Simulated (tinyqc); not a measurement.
From results back to parameters: band gaps under pressure and temperature from deformation potentials. Three cases, with inputs chosen for the exercise.

Problem. A gap moves by a ln(V/V0) with V/V0 = (1 + Bp P/B0)^(-1/Bp). B0 and the shifts at two pressures are given.

Find: ratio of the shifts; Bp; a.

Method. The ratio of the shifts, ln(1 + Bp P2/B0)/ln(1 + Bp P1/B0), falls steadily from P2/P1 as Bp grows and so fixes Bp; then a = -shift x Bp/ln(1 + Bp P/B0).

Case 1.

Values chosen (out of a larger set: near those of AlAs, the X and L potentials typical of such crystals; not measured data): P12 = (3, 10) GPa (two pressures).

B0 = 77.7667 GPa

shifts at the two pressures (eV): 0.2882425  0.8162649

Solution.

ratio of the shifts = 2.8319
Bp = 4.77
a = -8.14 eV

Case 2.

Values chosen (out of a larger set: near those of Si, the X and L potentials typical of such crystals; not measured data): P12 = (1.5, 4) GPa (two pressures).

B0 = 97.4333 GPa

shifts at the two pressures (eV): 0.1837615  0.4664516

Solution.

ratio of the shifts = 2.5384
Bp = 4.22
a = -12.32 eV

Case 3.

Values chosen (out of a larger set: near those of GaAs, the X and L potentials typical of such crystals; not measured data): P12 = (6, 10) GPa (two pressures).

B0 = 77.0667 GPa

shifts at the two pressures (eV): 0.5779852  0.8936798

Solution.

ratio of the shifts = 1.5462
Bp = 3.82
a = -8.48 eV

Computed by tinyqc, one run a case: `OMP_NUM_THREADS=1 python tinyqc.py N N+1 out.jsonl` with N = 1080767, 1080782, 1080795; one thread of a shared Intel(R) Xeon(R) Processor @ 2.30GHz, about 0.01 s a run at most.
